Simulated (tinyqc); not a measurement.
Deformation-potential model of the X valleys of a conduction band, step by step. Values are carried at full precision from step to step, so a last printed digit may differ when a step is redone from the rounded ones.

s11 = (C11 + C12)/((C11 - C12)(C11 + 2 C12)), s12 = -C12/((C11 - C12)(C11 + 2 C12)), s44 = 1/C44; exx = s11 sxx + s12 (syy + szz) and cyclic, exy = s44 sxy/2; tension is positive. A uniaxial stress X along the unit vector n is s_ij = X n_i n_j.

Constants: kB = 8.617333262e-05 eV/K; hbar^2/2m0 = 3.80998211 eV angstrom^2.

Parameters, chosen for this exercise (near those of GaP; the results hold for these values, not for the real material):
```
symbol  value           unit  meaning
C11     147.8           GPa
C12     61              GPa
C44     68.9            GPa
load    uniaxial [100]        kind of stress
X       1.83            GPa   stress
Xd      1.52            eV    dilation potential
Xu      6.67            eV    uniaxial potential
T       300             K     temperature
ml      1.951           m0    longitudinal mass
mt      0.24            m0    transverse mass
```

## Strain from a uniaxial [100] stress

Form the compliances and the strain.

s11, s12, s44 (1/TPa): 8.9160  -2.6048  14.5138

strain tensor:
```
          x          y          z
x  0.016316   0.000000   0.000000
y  0.000000  -0.004767   0.000000
z  0.000000   0.000000  -0.004767
```

## Valley shifts

Valleys with axes along x, y and z, one whole valley each. Herring-Vogt shift of a valley with unit axis a: dE = Xd tr(e) + Xu a.e.a. Non-degenerate shares n_i = exp(-dE_i/kT)/sum_j exp(-dE_j/kT). Inverse mass tensor of a valley: (1 - a a)/mt + a a/ml; the masses are taken as independent of strain.

Apply the Herring-Vogt formula to each valley.

Xd tr(e) = 10.31 meV

a.e.a: x 0.016316, y -0.004767, z -0.004767

shifts dE (meV): x 119.14, y -21.48, z -21.48

The lowest valleys are y and z, 140.6 meV below the highest; the mean shift over all valleys is (Xd + Xu/3) tr(e) = 25.39 meV.

## Shares of the electrons

Boltzmann factors of the shifts.

kT = 25.852 meV

shares: x 0.0022, y 0.4989, z 0.4989

effective number of valley axes, 1/(largest share) = 2.004

## Conductivity mass tensor

With one scattering time for all valleys the conductivity goes as M = sum_i n_i (inverse mass tensor of valley i); along the unit vector u, 1/m_c = u.M.u. Without stress 1/m_c = (1/ml + 2/mt)/3. Take u along [001].

M (1/m0):
```
       x      y      z
x  4.159  0.000  0.000
y  0.000  2.344  0.000
z  0.000  0.000  2.344
```

m_c along [001] = 0.4267 m0
m_c without stress = 0.3391 m0

The repopulation alone changes the mobility along [001] by -20.5 %; with all electrons in the valleys lightest or heaviest along this direction it would change by +41 or -83 %.

## Effective density of states

Each of the 3 whole valleys has m_d = (ml mt^2)^(1/3) and N = 2 (m_d kT/(4 pi c))^(3/2), c = hbar^2/2m0. Counted from the lowest edge, Nc = N x sum_i exp(-(dE_i - dE_min)/kT). 1 angstrom^-3 = 1e24 cm^-3.

m_d = 0.4826 m0
N of one valley = 8.412e+18 cm^-3
Nc under stress = 1.686e+19 cm^-3
Nc without stress = 2.524e+19 cm^-3

## Piezoresistance from repopulation

For small stress d(rho)/rho = pi X. For valleys on the cube axes pi11 = -(2/3) Xu (s11 - s12)/kT x (K - 1)/(2K + 1), pi12 = -pi11/2, pi44 = 0, K = ml/mt. For stress along [110]: pi_l = (pi11 + pi12 + pi44)/2 with the current along it and pi_t = (pi11 + pi12 - pi44)/2 with the current along [1-10]. 1/GPa = 100 x 1e-11/Pa.

K = 8.129

pi11, pi12, pi44 (1e-11/Pa): -81.9  40.9  0.0

pi_l, pi_t for [110] (1e-11/Pa): -20.5  -20.5

Only the transfer between valleys is counted; changes of mass and of intervalley scattering add to it in a real crystal.

## Checks

- Conductivity mass at zero stress against 3/(1/ml + 2/mt): both 0.3391405.
- Piezoresistance coefficients by finite differences against the closed form: largest difference 1.2e-08.

Computed by tinyqc, a small Python program: `OMP_NUM_THREADS=1 python tinyqc.py 1080657 1080658 out.jsonl` (the numbers bound the seed that draws the inputs); one thread of a shared host (Intel(R) Xeon(R) Processor @ 2.30GHz), about 0.03 s for the whole set of steps.
